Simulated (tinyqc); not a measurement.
Inside a calculation. Method: RHF in the sto-3g basis, for H3+, spin multiplicity 1. Computed by tinyqc, a small Python program that keeps every step (integrals from PySCF). Settings: charge = 1, multiplicity = 1, basis = sto-3g, energy threshold = 1e-10, iteration cap = 67, orthogonalisation = symmetric, start = atomic densities, DIIS depth = 4, DIIS from iteration = 2, damping = 0.5, method = RHF. Command: `OMP_NUM_THREADS=1 python tinyqc.py 21492 21493 out.jsonl` (the two numbers bound the seeds that draw the settings). One thread of a shared host (Intel(R) Xeon(R) Processor @ 2.60GHz), about 0.06 s of CPU time with the checks. Later iterations appear only in the table of the cycle.

## One-electron integrals

Geometry (angstrom):
```
atom,x,y,z
H,0.000000,0.000000,0.000000
H,0.000000,0.000000,1.262000
H,0.000000,1.093000,0.631000
```

Basis sto-3g: exponents (1/bohr^2) and contraction coefficients of normalised primitives:
```
element,l (shell),exponent,coefficient
H,s (1),3.425251,0.154329
H,s (1),0.623914,0.535328
H,s (1),0.168855,0.444635
```

Overlap, kinetic and nuclear-attraction integrals over the contracted functions; the nuclear repulsion is the sum of Za Zb / Rab.

nuclear repulsion = 1.25790529 hartree

overlap S, lower triangle:
```
,1H 1s,2H 1s,3H 1s
1H 1s,1.000000
2H 1s,0.356748,1.000000
3H 1s,0.356717,0.356717,1.000000
```

kinetic energy T (hartree), lower triangle:
```
,1H 1s,2H 1s,3H 1s
1H 1s,0.760032
2H 1s,0.040333,0.760032
3H 1s,0.040320,0.040320,0.760032
```

nuclear attraction V (hartree), lower triangle:
```
,1H 1s,2H 1s,3H 1s
1H 1s,-2.056105
2H 1s,-0.669667,-2.056105
3H 1s,-0.669601,-0.669601,-2.056085
```

core Hamiltonian H = T + V (hartree), lower triangle:
```
,1H 1s,2H 1s,3H 1s
1H 1s,-1.296073
2H 1s,-0.629335,-1.296073
3H 1s,-0.629281,-0.629281,-1.296053
```

## Two-electron integrals

Functions are numbered as in S; the eight-fold symmetry (ij|kl) = (ji|kl) = (kl|ij) leaves the list below.

Two-electron integrals (ij|kl) in chemists' order, unique and non-zero (hartree):
```
i,j,k,l,(ij|kl)
1,1,1,1,0.774606
2,1,1,1,0.205126
2,1,2,1,0.076357
2,2,1,1,0.401255
2,2,2,1,0.205126
2,2,2,2,0.774606
3,1,1,1,0.205104
3,1,2,1,0.066422
3,1,2,2,0.152906
3,1,3,1,0.076342
3,2,1,1,0.152906
3,2,2,1,0.066422
3,2,2,2,0.205104
3,2,3,1,0.066416
3,2,3,2,0.076342
3,3,1,1,0.401238
3,3,2,1,0.152915
3,3,2,2,0.401238
3,3,3,1,0.205104
3,3,3,2,0.205104
3,3,3,3,0.774606
```

## Orthogonalisation

S = U s U^T; symmetric (Loewdin) form X = U s^(-1/2) U^T, so that X^T S X = 1.

eigenvalues of S: 0.643252  0.643294  1.713454

X, lower triangle:
```
,1H 1s,2H 1s,3H 1s
1H 1s,1.085863
2H 1s,-0.160973,1.085863
3H 1s,-0.160948,-0.160948,1.085853
```

## Starting guess

The start is atomic minimal-basis densities projected into this basis (PySCF's MINAO start) and scaled to the electron count of each spin; this density is not idempotent, so its energy is not variational and may lie below the converged one.

D at the start, lower triangle:
```
,1H 1s,2H 1s,3H 1s
1H 1s,0.632592
2H 1s,0.047760,0.632592
3H 1s,0.047758,0.047758,0.632595
```

## Iteration 1: building the Fock matrix

J_ij = sum D_kl (ij|kl), K_ij = sum D_kl (ik|jl); F = H + J - 0.5 K; E = tr D H + tr D J / 2 - 0.25 tr D K + E_nn.

Coulomb J (hartree), lower triangle:
```
,1H 1s,2H 1s,3H 1s
1H 1s,1.051451
2H 1s,0.376237,1.051451
3H 1s,0.376202,0.376202,1.051440
```

exchange K (hartree), lower triangle:
```
,1H 1s,2H 1s,3H 1s
1H 1s,0.632135
2H 1s,0.345297,0.632135
3H 1s,0.345271,0.345271,0.632125
```

Fock matrix F (hartree), lower triangle:
```
,1H 1s,2H 1s,3H 1s
1H 1s,-0.560690
2H 1s,-0.425746,-0.560690
3H 1s,-0.425714,-0.425714,-0.560676
```

total energy of this density = -0.65510716 hartree

This density is the starting one; it is not idempotent, so its energy is not variational and may lie below the converged one.

## Iteration 1: diagonalisation and new density

Diagonalise F' = X^T F X, C = X C', fill 1 alpha and 1 beta electrons from the bottom; D = 2 C_occ C_occ^T; the new density keeps 0.5 of the old one (damping). Each column has its largest component positive (the first on a tie).

F' = X^T F X (hartree), lower triangle:
```
,1,2,3
1,-0.414583
2,-0.204799,-0.414583
3,-0.204771,-0.204771,-0.414585
```

orbital energies (hartree): MO1 -0.824145, MO2 -0.209822, MO3 -0.209784

coefficients C:
```
,MO1,MO2,MO3
1H 1s,0.441073,-0.508989,0.881646
2H 1s,0.441073,-0.508989,-0.881646
3H 1s,0.441050,1.018017,0.000000
```

D after iteration 1, lower triangle:
```
,1H 1s,2H 1s,3H 1s
1H 1s,0.510842
2H 1s,0.218426,0.510842
3H 1s,0.218415,0.218415,0.510823
```

## Iteration 2: building the Fock matrix

As before.

Coulomb J (hartree), lower triangle:
```
,1H 1s,2H 1s,3H 1s
1H 1s,1.051639
2H 1s,0.379072,1.051639
3H 1s,0.379036,0.379036,1.051616
```

exchange K (hartree), lower triangle:
```
,1H 1s,2H 1s,3H 1s
1H 1s,0.681924
2H 1s,0.443632,0.681924
3H 1s,0.443601,0.443601,0.681889
```

Fock matrix F (hartree), lower triangle:
```
,1H 1s,2H 1s,3H 1s
1H 1s,-0.585397
2H 1s,-0.472078,-0.585397
3H 1s,-0.472045,-0.472045,-0.585381
```

total energy of this density = -0.90543592 hartree

This density is a damped mixture and is not idempotent, and it still holds part of the atomic start, so its energy may lie below the converged one.

## Iteration 2: diagonalisation and new density

As before.

F' = X^T F X (hartree), lower triangle:
```
,1,2,3
1,-0.415004
2,-0.238840,-0.415004
3,-0.238810,-0.238810,-0.415006
```

orbital energies (hartree): MO1 -0.892644, MO2 -0.176206, MO3 -0.176164

coefficients C:
```
,MO1,MO2,MO3
1H 1s,0.441072,-0.508990,0.881646
2H 1s,0.441072,-0.508990,-0.881646
3H 1s,0.441052,1.018016,0.000000
```

D after iteration 2, lower triangle:
```
,1H 1s,2H 1s,3H 1s
1H 1s,0.449965
2H 1s,0.303758,0.449965
3H 1s,0.303743,0.303743,0.449938
```

## Iteration 3: building the Fock matrix

As before.

Coulomb J (hartree), lower triangle:
```
,1H 1s,2H 1s,3H 1s
1H 1s,1.051733
2H 1s,0.380490,1.051733
3H 1s,0.380452,0.380452,1.051705
```

exchange K (hartree), lower triangle:
```
,1H 1s,2H 1s,3H 1s
1H 1s,0.706818
2H 1s,0.492799,0.706818
3H 1s,0.492766,0.492766,0.706772
```

Fock matrix F (hartree), lower triangle:
```
,1H 1s,2H 1s,3H 1s
1H 1s,-0.597750
2H 1s,-0.495245,-0.597750
3H 1s,-0.495211,-0.495211,-0.597734
```

total energy of this density = -1.04500683 hartree

This density is a damped mixture and is not idempotent, and it still holds part of the atomic start, so its energy may lie below the converged one.

## Iteration 3: DIIS over 2 matrices

error matrix X^T (FDS - SDF) X:
```
,1,2,3
1,0.000000,0.000000,0.000001
2,0.000000,0.000000,0.000001
3,-0.000001,-0.000001,0.000000
```

B (overlaps of the stored error matrices):
```
,1,2
1,1.4810420e-12,-1.3649408e-12
2,-1.3649408e-12,1.2579410e-12
```

Minimise |sum c_i e_i|^2 with sum c_i = 1: solve [B -1; -1 0][c; lambda] = [0; -1] with B_ij = tr e_i^T e_j, and take F = sum c_i F_i.

DIIS coefficients: 0.479603  0.520397

extrapolated F (hartree), lower triangle:
```
,1H 1s,2H 1s,3H 1s
1H 1s,-0.591825
2H 1s,-0.484134,-0.591825
3H 1s,-0.484101,-0.484101,-0.591809
```

## Iteration 3: diagonalisation and new density

As before.

F' = X^T F X (hartree), lower triangle:
```
,1,2,3
1,-0.415113
2,-0.247697,-0.415113
3,-0.247667,-0.247667,-0.415116
```

orbital energies (hartree): MO1 -0.910467, MO2 -0.167458, MO3 -0.167417

coefficients C:
```
,MO1,MO2,MO3
1H 1s,0.441072,-0.508991,0.881646
2H 1s,0.441072,-0.508991,-0.881646
3H 1s,0.441053,1.018016,0.000000
```

D after iteration 3, lower triangle:
```
,1H 1s,2H 1s,3H 1s
1H 1s,0.419527
2H 1s,0.346423,0.419527
3H 1s,0.346408,0.346408,0.419497
```

## Iteration 34 (converged): orbitals

converged F (hartree), lower triangle:
```
,1H 1s,2H 1s,3H 1s
1H 1s,-0.610103
2H 1s,-0.518411,-0.610103
3H 1s,-0.518377,-0.518377,-0.610087
```

Diagonalise F' = X^T F X, C = X C', fill 1 alpha and 1 beta electrons from the bottom; D = 2 C_occ C_occ^T. Each column has its largest component positive (the first on a tie).

F' = X^T F X (hartree), lower triangle:
```
,1,2,3
1,-0.415425
2,-0.272879,-0.415425
3,-0.272849,-0.272849,-0.415427
```

orbital energies (hartree): MO1 -0.961143, MO2 -0.142588, MO3 -0.142545

coefficients C:
```
,MO1,MO2,MO3
1H 1s,0.441071,-0.508991,0.881646
2H 1s,0.441071,-0.508991,-0.881646
3H 1s,0.441054,1.018015,0.000000
```

D after iteration 34, lower triangle:
```
,1H 1s,2H 1s,3H 1s
1H 1s,0.389088
2H 1s,0.389088,0.389088
3H 1s,0.389073,0.389073,0.389058
```

## Convergence

Stop when the energy changes by less than 1e-10 hartree and every element of the error matrix X^T (F D S - S D F) X is below 3e-06.

Course of the cycle:
```
iteration,E (hartree),change,largest element of the error matrix
1,-0.65510716,-,3.67e-06
2,-0.90543592,-2.50e-01,6.08e-07
3,-1.04500683,-1.40e-01,5.61e-07
4,-1.11839392,-7.34e-02,1.01e-06
5,-1.15598787,-3.76e-02,1.25e-06
6,-1.17500995,-1.90e-02,1.37e-06
7,-1.18457727,-9.57e-03,1.53e-06
8,-1.18937499,-4.80e-03,1.47e-06
9,-1.19177737,-2.40e-03,1.33e-06
10,-1.19297944,-1.20e-03,7.08e-07
11,-1.19358070,-6.01e-04,3.40e-07
12,-1.19388138,-3.01e-04,1.67e-07
13,-1.19403173,-1.50e-04,8.37e-08
14,-1.19410691,-7.52e-05,4.19e-08
...,...,...,...
21,-1.19418151,-5.87e-07,3.27e-10
22,-1.19418180,-2.94e-07,1.64e-10
23,-1.19418195,-1.47e-07,8.18e-11
24,-1.19418202,-7.34e-08,4.09e-11
25,-1.19418206,-3.67e-08,2.05e-11
26,-1.19418208,-1.84e-08,1.02e-11
27,-1.19418209,-9.18e-09,5.12e-12
28,-1.19418209,-4.59e-09,2.56e-12
29,-1.19418209,-2.29e-09,1.28e-12
30,-1.19418210,-1.15e-09,6.40e-13
31,-1.19418210,-5.74e-10,3.20e-13
32,-1.19418210,-2.87e-10,1.60e-13
33,-1.19418210,-1.43e-10,8.02e-14
34,-1.19418210,-7.17e-11,4.02e-14
```

PySCF RHF in the same basis = -1.19418210 hartree

Converged in 34 iterations.

## Populations, bond orders and dipole

Mulliken: Z minus the diagonal of D S on the atom; Loewdin: the same with S^(1/2) D S^(1/2); Mayer order: 2 sum_s sum (D(s) S)_ij (D(s) S)_ji over the two atoms.

Charges (e):
```
atom,Mulliken,Loewdin
1H,0.333318,0.333318
2H,0.333318,0.333318
3H,0.333365,0.333364
```

Mayer bond orders:
```
pair,order
2-1,0.444465
3-1,0.444434
3-2,0.444434
```

dipole moment about the origin, x y z (debye): 0.000000  1.750133  3.030822
